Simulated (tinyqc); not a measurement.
# From one set of inputs to another, one input at a time

Model: gas flow in a process chamber: flow regimes, conductance, effective pumping speed, pump-down, outgassing and purge. Computed by tinyqc, a small Python program. Command: `OMP_NUM_THREADS=1 python tinyqc.py 3121592 3121593 out.jsonl pump ladder`. One thread of a shared host (Intel(R) Xeon(R) Processor @ 2.30GHz), about 0.01 s of CPU time with the checks.

Ideal gas, isothermal flow, a pump of constant speed at the end of a round pipe; process gas, volume gas and outgassing are given the same properties. 1 sccm = 101325 Pa x 1e-6 m^3/60 s x T/273.15 K.

The inputs printed are set A. Set A is modelled on nitrogen near room temperature; the values taken over come from a set modelled on water vapour near room temperature. Inputs not listed in the table keep their values of set A, so the rows need not describe a real material.

Inputs (values chosen for the exercise, modelled on nitrogen near room temperature): molar mass M = 28.01 g/mol; molecular diameter = 0.37 nm; viscosity eta = 17.8 micropascal s; temperature T = 350 K; chamber volume V = 6.5 L; wall area = 0.34 m^2; pipe diameter d = 2.5 cm; pipe length l = 31 cm; pump speed S = 6.1 L/s; process gas flow = 7.3 sccm; outgassing rate after 1 h = 2.7e-06 Pa m^3/(s m^2); outgassing exponent n = 1.1; target base pressure = 7e-05 Pa.

Constants: k_B = 1.380649e-23 J/K; u = 1.6605390666e-27 kg.

Method:
- Mean speed c = sqrt(8 k_B T/(pi m)); aperture conductance C_a = c pi d^2/16; molecular pipe C_m = C_a/(1 + 3 l/(4 d)) (Dushman form); viscous pipe C_v = pi d^4 p_mean/(128 eta l); Knudsen interpolation C = C_v + C_m (1 + x)/(1 + 1.24 x), x = d p_mean sqrt(m/(k_B T))/eta.
- Effective speed 1/S_eff = 1/S + 1/C_m; time constant V/S_eff; pressure at which the free path k_B T/(sqrt2 pi d_m^2 p) equals d.
- Steady flow: the pump inlet is at p_2 = Q/S, and the chamber pressure p_1 solves Q = C((p_1 + p_2)/2) (p_1 - p_2). Residence time = p_1 V/Q.
- Knudsen number = free path at the mean pressure over d.
- From the outgassing limit: t = 1 h x (q_1 A/(S_eff p_target))^(1/n) - 10 s; monolayer time at the target = 1e19 m^-2 x 4 k_B T/(p c) for unit sticking.

Each row keeps all changes above it:
```
input moved                                    from       to  chamber pressure p_1 (Pa)  residence time (s)  time to the target (h)
set A                                             -        -                       4.06               1.669                   3.755
outgassing rate after 1 h (Pa m^3/(s m^2))  2.7e-06  3.5e-07                       4.06               1.669                   0.584
pipe length l (cm)                               31       50                       4.79               1.970                   0.729
chamber volume V (L)                            6.5      7.4                       4.79               2.242                   0.729
process gas flow (sccm)                         7.3      160                      61.92               1.323                   0.729
wall area (m^2)                                0.34      1.1                      61.92               1.323                   2.126
outgassing exponent n                           1.1      1.2                      61.92               1.323                   1.996
pump speed S (L/s)                              6.1      8.9                      45.98               0.983                   1.788
```

Which inputs carry the difference?

Chamber pressure p_1 goes from 4.06 to 46.0, a factor 11.3 in all. The largest single move comes from process gas flow (a factor 12.9), and pump speed S works against it (a factor 0.743). Residence time goes from 1.67 to 0.983, a factor 0.589 in all. The largest single move comes from process gas flow (a factor 0.590), and pipe length l works against it (a factor 1.18). Time to the target goes from 3.76 to 1.79, a factor 0.476 in all. The largest single move comes from outgassing rate after 1 h (a factor 0.155), and wall area works against it (a factor 2.92). The single moves hold for this order of the switches; the total does not depend on the order.

Extremes, crossings and ranges named in words are read from the listed rows.
